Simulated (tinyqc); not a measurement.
Interband optics of a two-band s-p chain from momentum matrix elements: sweeps and comparisons. A value that a table varies takes the place of the one given here.

H(k) = [[Es - 2 ts cos ka, 2i V sin ka], [-2i V sin ka, Ep_ + 2 tp cos ka]] in the basis s, p; the lower band is full, with two electrons a cell. The velocity operator times hbar is W = dH/dk (eV angstrom); intra-atomic dipoles are left out.

With w(k) = |<c|W|v>|^2 and D(k) = Ec - Ev, on the mesh k_j = (j + 1/2)/N (2 pi/a): eps(E) = 1 + (8 pi e2/(a Ar)) mean_j (w/D^2) [1/(D - E - i eta) + 1/(D + E + i eta)], e2 = e^2/(4 pi eps0); light polarised along the chains, no local fields.

Constants: e^2/(4 pi eps0) = 14.39964547 eV angstrom; hbar^2/2m0 = 3.80998211 eV angstrom^2.

Values chosen for the exercise:
- a = 4 angstrom (period)
- Es = 3.6 eV (upper orbital (s))
- Ep_ = -2.8 eV (lower orbital (p))
- ts = 0.56 eV (s-s hopping)
- tp = 0.29 eV (p-p hopping)
- V = 1.45 eV (s-p hopping)
- Ar = 9.6 angstrom^2 (cross-section per chain)
- eta = 0.1 eV (Lorentzian half width)
- E = 3.4 eV (photon energy)

## Joint density of states against eps2

Mesh of 2000 points. J(E) = mean of (eta/pi)/((E - D)^2 + eta^2). The fourth column is J times the constant (8 pi^2 e2/(a Ar)) mean(w/D^2). R = |(sqrt(eps) - 1)/(sqrt(eps) + 1)|^2.

Spectrum:
```
E (eV)  J (1/eV)    eps2  eps2 with constant element    eps1      R
4.10       0.010   1.144                       0.379  12.123  0.308
4.59       0.074  11.714                       2.927  25.296  0.474
5.07       0.134  16.081                       5.310  -4.819  0.569
5.56       0.102   7.159                       4.049  -4.344  0.535
6.05       0.094   3.752                       3.724  -2.610  0.476
6.54       0.094   2.086                       3.736  -0.843  0.319
7.02       0.102   1.275                       4.016   1.092  0.065
7.51       0.122   1.217                       4.834   4.140  0.128
8.00       0.284   8.580                      11.213  13.828  0.380
8.48       0.504  12.081                      19.939  -5.812  0.574
8.97       0.245   3.399                       9.708  -9.939  0.831
9.46       0.028   0.534                       1.124  -4.706  0.918
```

Transitions span 4.700 to 8.857 eV. Among the energies listed J peaks at 8.48 eV and eps2 at 5.07 eV. The ratio of eps2 to the constant-element value is 3.03 at 5.07 eV and 0.61 at 8.48 eV: w/D^2 is 6.091 angstrom^2 at the zone centre and 2.051 at the edge.

## Mesh against broadening

eps2 at E for three widths, and eps(0) at eta = 0; the last row is the mesh of 2000 points.

Convergence:
```
N     eta = 0.03 eV  eta = 0.1 eV  eta = 0.3 eV  eps(0)
4             0.011         0.036         0.107  2.8178
8             0.060         0.199         0.584  4.8132
16            0.092         0.307         0.890  5.1969
32            0.094         0.313         0.906  5.2011
64            0.094         0.313         0.906  5.2011
128           0.094         0.313         0.906  5.2011
2000          0.094         0.313         0.906  5.2011
```

The first N from which eps2 stays within 2 % of the last row is 16 for eta = 0.03, 16 for 0.1 and 16 for 0.3 eV; for eps(0) and 0.1 % it is 16. E lies outside the range of transitions, so eps2 is only the tail of the broadening and grows with eta.

## Static constant against the gap

Es takes the values listed; mesh of 400 points; the Penn-type estimate is 1 + 8 pi c e2 n_eff/(a Ar Dm^2) with Dm the f-weighted mean of D, f = w/(c D), n_eff = 2 mean(f), c = hbar^2/2m0.

Results:
```
Es (eV)  smallest D (eV)  Dm (eV)  n_eff  eps(0)  estimate
3.30               4.400    6.506  4.617   5.834     4.916
3.60               4.700    6.797  4.473   5.201     4.477
4.10               5.200    7.282  4.249   4.378     3.877
4.60               5.700    7.767  4.042   3.761     3.406
5.60               6.700    8.740  3.677   2.919     2.728
6.60               7.700    9.715  3.365   2.389     2.280
8.60               9.700   11.672  2.865   1.797     1.755
```

eps(0) - 1 falls from 4.834 to 0.797, as Dm^-3.08; a fixed n_eff would give the power -2, and n_eff goes from 4.617 to 2.865. The single-gap estimate is low by 19.0 % of eps(0) - 1 in the first row and 5.3 % in the last, since 1/D^2 favours the smallest separations. n_eff need not equal the 2 electrons of the cell: a two-orbital basis with chosen hoppings does not obey the free-electron sum rule.

## What moves the optical response

Mesh of 400 points; n_eff = 2 mean(w/(c D)), c = hbar^2/2m0. Each row changes one parameter from the base and keeps the others.

Results:
```
case                   smallest D (eV)  largest D (eV)  n_eff  eps(0)
base                             4.700           8.857  4.473   5.201
a = 4.2 angstrom                 4.700           8.857  4.932   5.411
Es = 3.9 eV                      5.000           9.097  4.336   4.678
ts = 0.672 eV                    4.476           8.925  4.503   5.477
V = 1.595 eV                     4.700           9.208  5.210   5.818
Ar = 10.56 angstrom^2            4.700           8.857  4.473   4.819
```

The largest shifts from the base row, up to three for each result and ties (the steps differ in size, so this ranks the rows, not the parameters). smallest D (eV): Es +0.300, ts -0.224; unchanged at the printed digits by a, V and Ar. largest D (eV): V +0.351, Es +0.240, ts +0.068; unchanged at the printed digits by a and Ar. n_eff: V +0.737, a +0.459, Es -0.137; unchanged at the printed digits by Ar. eps(0): V +0.617, Es -0.523, Ar -0.382.

Program tinyqc; command `OMP_NUM_THREADS=1 python tinyqc.py 1651684 1651685 out.jsonl`; about 0.01 s on one thread of a shared Intel(R) Xeon(R) Processor @ 2.30GHz.
